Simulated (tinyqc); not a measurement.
Balance functions: hot carriers by balance equations with a heated Maxwellian. Computed by tinyqc, a small Python program. Command: `OMP_NUM_THREADS=1 python tinyqc.py 3030618 3030619 out.jsonl hot walk`. One thread of a shared host (Intel(R) Xeon(R) Processor @ 2.30GHz), about 0.02 s of CPU time with the checks.

The carriers follow a Maxwellian at an electron temperature T_e, slightly displaced; the drift energy is neglected against k_B T_e. The balance averages the rate, not the time, so mu_0 lies below the relaxation-time value.

Inputs (values chosen for the exercise, for a model non-polar semiconductor):

| quantity | value | unit |
|---|---|---|
| effective mass m | 0.296 | m_0 |
| density rho | 5150 | kg/m^3 |
| sound velocity v_l | 6480 | m/s |
| acoustic deformation potential D_A | 12 | eV |
| phonon energy hbar w | 27.4 | meV |
| optical or intervalley deformation potential D_o | 2.6 | 1e8 eV/cm |
| final valleys Z_f | 3 | - |
| lattice temperature T | 300 | K |

Band: parabolic. Solver: Newton.

Constants: k_B = 8.617333262e-05 eV/K; k_B = 1.380649e-23 J/K; e = 1.602176634e-19 C; hbar = 1.054571817e-34 J s; m_0 = 9.1093837015e-31 kg; hbar = 6.582119569e-16 eV s.

Method:
- Parabolic band: E = hbar^2 k^2/(2 m), speed v = hbar k/m, states per spin, volume and energy g(E) = m k/(2 pi^2 hbar^2). Masses are multiplied by m_0 and all formulas are in SI units.
- Phonon occupation N_q = 1/(exp(hbar w/(k_B T)) - 1).
- Acoustic deformation potential (elastic, equipartition, absorption and emission together): 1/tau = 2 pi k_B T D_A^2 g(E)/(hbar rho v_l^2).
- Optical or intervalley deformation potential: 1/tau = (pi Z_f D_o^2/(rho w)) [N_q g(E + hbar w) + (N_q + 1) g(E - hbar w)], with g = 0 below the band edge.
- Averages over the Maxwellian, <y> = int y x^(1/2) exp(-x) dx / int x^(1/2) exp(-x) dx with x = E/(k_B T_e), split at x_0 = hbar w/(k_B T_e): 64 Gauss-Legendre points in sqrt(x) below it and 128 in sqrt(x - x_0) above it, up to x = 32. Momentum balance: mu(T_e) = e/(m nu), nu = <x (sum of rates)>/<x>. Power lost per carrier: P(T_e) = hbar w <emission rate - absorption rate> + <(2 m v_l^2/(k_B T)) (E - 2 k_B T) acoustic rate>.
- The field that sustains T_e follows from e mu F^2 = P.

Against the electron temperature:

| T_e (K) | mu (cm^2/(V s)) | P optical (1e9 eV/s) | P acoustic (1e9 eV/s) | F (kV/cm) | drift velocity (1e7 cm/s) |
|---|---|---|---|---|---|
| 330 | 1235.9 | 0.989 | 7.7678e-02 | 0.929 | 0.11482 |
| 390 | 1127.8 | 2.845 | 2.5333e-01 | 1.658 | 0.18695 |
| 480 | 1008.4 | 5.348 | 5.6210e-01 | 2.421 | 0.24414 |
| 600 | 895.9 | 8.255 | 1.0474e+00 | 3.222 | 0.28869 |
| 900 | 725.4 | 14.074 | 2.5656e+00 | 4.789 | 0.34743 |
| 1500 | 558.5 | 22.475 | 6.6244e+00 | 7.218 | 0.40314 |
| 2400 | 440.2 | 31.554 | 1.4664e+01 | 10.247 | 0.45104 |
| 3600 | 358.8 | 40.776 | 2.8222e+01 | 13.867 | 0.49756 |

What does the comparison show, and why?

Optical phonons take 93 % of the power in the first row and 59 % in the last. The velocity grows as F^0.84 at first and as F^0.32 at the end; acoustic scattering alone would end at F^(1/2). Rows above 1400 K (k_B T_e > 0.12 eV) stretch the parabolic band.
